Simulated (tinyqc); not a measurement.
Order-disorder in a binary alloy on two sublattices: Bragg-Williams and pair (quasi-chemical) approximations: one step, computed by the program tinyqc. Command: `OMP_NUM_THREADS=1 python tinyqc.py 3025262 3025263 out.jsonl order walk`. One thread of a shared host (Intel(R) Xeon(R) Processor @ 2.30GHz), about 0.01 s of CPU time with the checks.

All z = 6 neighbours of a site lie on the other sublattice. B fills the sublattices with x + eta/2 and x - eta/2; energies are per site, from the pure components: u = -z w y with y the probability of an A-B bond taken in one order.

Task: Critical temperatures. Bragg-Williams: k_B T_c = 2 z w x (1 - x). Pair approximation at x = 1/2: k_B T_c = w/ln(z/(z - 2)).

Inputs (values chosen for the exercise, for a model alloy): ordering energy w = (e_AA + e_BB)/2 - e_AB = 9.66 meV; fraction x of B = 0.41.

Lattice: simple cubic (z = 6).

Constants: k_B = 8.617333262e-05 eV/K.

Give: T_c, Bragg-Williams; T_c, pair approximation at x = 1/2.

Result:

T_c, Bragg-Williams = 325.40 K

T_c, pair approximation at x = 1/2 = 276.47 K

At x = 1/2 the pair value is 0.822 of the Bragg-Williams one; the ratio tends to 1 as z grows.
